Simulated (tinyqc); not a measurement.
Fitting sp3s* parameters to three gaps by Newton steps: sweeps and comparisons. A value that a table varies takes the place of the one given here.

sp3s* tight binding, nearest neighbours only: anion (a) at 0, cation (c) at a/4 (1,1,1), orbitals s, px, py, pz, s* on each; k in units of 2 pi/a. With phases e_j = exp(i (pi/2) k.n_j) for n = (1,1,1), (1,-1,-1), (-1,1,-1), (-1,-1,1): g0 = (e1+e2+e3+e4)/4, g1 = (e1+e2-e3-e4)/4, g2 = (e1-e2+e3-e4)/4, g3 = (e1-e2-e3+e4)/4. The diagonal holds the levels Esa, Epa, Exa (s*) and Esc, Epc, Exc. Anion-cation block: <sa|sc> = Vss g0; <sa|xc> = Vsapc g1; <xa|sc> = -Vscpa g1; <xa|xc> = Vxx g0; <xa|yc> = <ya|xc> = Vxy g3, <xa|zc> = <za|xc> = Vxy g2, <ya|zc> = <za|yc> = Vxy g1; <s*a|xc> = Vxapc g1; <xa|s*c> = -Vpaxc g1; y and z take g2 and g3 in place of g1; s-s* and s*-s* vanish.

Gaps are level 5 at Gamma, X = (1,0,0) and L = (1/2,1/2,1/2) less level 4 at Gamma; no spin-orbit coupling. Free parameters: Vss, Vsapc and Vpaxc. H is linear in them, so by Hellmann-Feynman J_ij = <u|dH/dp_j|u> for level 5 at point i less the same for level 4 at Gamma. Newton: p(new) = p + J^-1 (target - gaps); stop when all misses are below 1e-7 eV.

Constants: hbar^2/2m0 = 3.80998211 eV angstrom^2.

Values chosen for the exercise (out of a larger set: near a published set for InAs, fitted to gaps, whose masses and valley positions are rough; not measured data): p = (-9.538, 0.912, -2.718, 3.728, 7.389, 6.756, -5.624, 1.844, 4.459, 3.035, 5.429, 3.382, 3.923) eV (start, order Esa, Epa, Esc, Epc, Exa, Exc, Vss, Vxx, Vxy, Vsapc, Vscpa, Vxapc, Vpaxc); tg = (0.6209, 2.2549, 1.4081) eV (target gaps at Gamma, X, L); a = 6.06 angstrom (lattice constant).

## Equal gaps, different models

The same three targets are met with other triples of free parameters (those for which Newton converges within 3 eV of the start). Not fitted: level 5 at K = (3/4,3/4,0) above Ev, the spacing of levels 6 and 5 at X, the depth of level 2 at X below Ev, the valence width at Gamma, and the mass c q^2/(E(q) - E(0)) of level 5 along [100], q = 0.002 (2 pi/a), c = hbar^2/2m0.

Unfitted results:

| free parameters | largest change (eV) | K (eV) | X spacing (eV) | level 2 at X (eV) | valence width (eV) | mass (m0) |
|---|---|---|---|---|---|---|
| start | 0.000 | 2.133 | 0.379 | 7.034 | 12.705 | 0.0326 |
| Vss, Vxapc, Vpaxc | 0.200 | 2.128 | 0.414 | 7.028 | 12.877 | 0.0463 |
| Esc, Vxapc, Vpaxc | 0.332 | 2.102 | 0.265 | 6.978 | 12.651 | 0.0458 |
| Vss, Vsapc, Vpaxc | 0.200 | 2.134 | 0.459 | 7.014 | 12.877 | 0.0465 |
| Esa, Vxapc, Vscpa | 0.686 | 2.122 | 0.374 | 7.003 | 12.191 | 0.0471 |
| Vss, Exa, Exc | 0.200 | 2.128 | 0.414 | 7.032 | 12.877 | 0.0463 |
| Esc, Vsapc, Exc | 0.662 | 2.103 | 0.255 | 6.923 | 12.651 | 0.0460 |

What does this show?

All fitted rows have the same three gaps, yet they spread by 32 meV at K, 204 meV in the X spacing, 109 meV in level 2 at X, 686 meV in the valence width and 2.9 % in the mass. The smallest change of parameters, 0.200 eV, is that of Vss, Vxapc, Vpaxc; Vss, Vsapc, Vpaxc; Vss, Exa, Exc. A fit fixes what it was given and leaves the rest to the choice of free parameters.

## How errors in the targets pass to the parameters

J:
```
            Vss    Vsapc     Vpaxc
Gamma  -0.85510  0.00000   0.00000
X       0.00000  0.34196   0.00000
L      -0.17537  0.27233  -0.13954
```

The gaps at Gamma, X and L of an sp3s* model are fitted with Vss, Vsapc and Vpaxc; J holds the derivatives of the gaps by these parameters at the start. The change of each parameter for +10 meV on one target is 10 J^-1, in meV.

Shifts (meV):

| target raised | Vss | Vsapc | Vpaxc |
|---|---|---|---|
| Gamma | -11.7 | 0.0 | 14.7 |
| X | 0.0 | 29.2 | 57.1 |
| L | 0.0 | 0.0 | -71.7 |

root sum of squares (meV): Vss 11.7, Vsapc 29.2, Vpaxc 92.8

What can be read from the table?

Independent errors of 10 meV leave Vpaxc least certain (93 meV) and Vss best fixed (11.7 meV). The largest single entry, 72 meV, comes from the target at L.

Program tinyqc; command `OMP_NUM_THREADS=1 python tinyqc.py 1480805 1480806 out.jsonl`; about 0.1 s on one thread of a shared Intel(R) Xeon(R) Processor @ 2.30GHz.
